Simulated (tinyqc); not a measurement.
Square-lattice Ising model by mean field, Bethe lattice, transfer matrix, exact enumeration and Monte Carlo steps: one step, computed by the program tinyqc. Command: `OMP_NUM_THREADS=1 python tinyqc.py 3027590 3027591 out.jsonl ising walk`. One thread of a shared host (Intel(R) Xeon(R) Processor @ 2.30GHz), about 0.04 s of CPU time with the checks.

H = -J sum over nearest pairs s_i s_j, s = +-1, no field, periodic boundaries; energies per site are in J. As a lattice gas or an alloy, s marks which species holds the site.

Problem. Metropolis steps. h is the sum of the four neighbours. dE = 2 J s h; flip if u < p = min(1, exp(-2 K s h)).

Inputs (values chosen for the exercise, for a model lattice): temperature T = 2740 K.

Monte Carlo rule: Metropolis.

start configuration, 5 x 5, rows and columns numbered from 1:
```
    1   2   3   4   5
1   1   1   1  -1  -1
2  -1  -1   1   1   1
3  -1  -1   1   1   1
4   1   1   1   1  -1
5   1  -1  -1  -1   1
```

Random draws:

| step | row | column | u |
|---|---|---|---|
| 1 | 3 | 3 | 0.2207 |
| 2 | 4 | 5 | 0.1551 |
| 3 | 1 | 3 | 0.5858 |
| 4 | 4 | 1 | 0.6183 |
| 5 | 1 | 5 | 0.6692 |
| 6 | 5 | 2 | 0.1107 |
| 7 | 2 | 4 | 0.2456 |
| 8 | 3 | 3 | 0.6412 |
| 9 | 1 | 2 | 0.2468 |
| 10 | 1 | 4 | 0.8886 |
| 11 | 5 | 5 | 0.5223 |
| 12 | 4 | 3 | 0.8873 |
| 13 | 4 | 1 | 0.1433 |
| 14 | 4 | 3 | 0.7972 |

K = 0.2846072

Give: Steps; configuration after the steps.

Solution.

Steps:

| step | s before | h | p | s after |
|---|---|---|---|---|
| 1 | 1 | 2 | 0.3203 | -1 |
| 2 | -1 | 4 | 1.0000 | 1 |
| 3 | 1 | 0 | 1.0000 | -1 |
| 4 | 1 | 2 | 0.3203 | 1 |
| 5 | -1 | 2 | 1.0000 | 1 |
| 6 | -1 | 2 | 1.0000 | 1 |
| 7 | 1 | 2 | 0.3203 | -1 |
| 8 | -1 | 2 | 1.0000 | 1 |
| 9 | 1 | 0 | 1.0000 | -1 |
| 10 | -1 | -2 | 0.3203 | -1 |
| 11 | 1 | 2 | 0.3203 | 1 |
| 12 | 1 | 2 | 0.3203 | 1 |
| 13 | 1 | 2 | 0.3203 | -1 |
| 14 | 1 | 2 | 0.3203 | 1 |

configuration after the steps:
```
    1   2   3   4  5
1   1  -1  -1  -1  1
2  -1  -1   1  -1  1
3  -1  -1   1   1  1
4  -1   1   1   1  1
5   1   1  -1  -1  1
```

9 of the 14 steps changed a spin; the sum of spins went from 5 to 3.
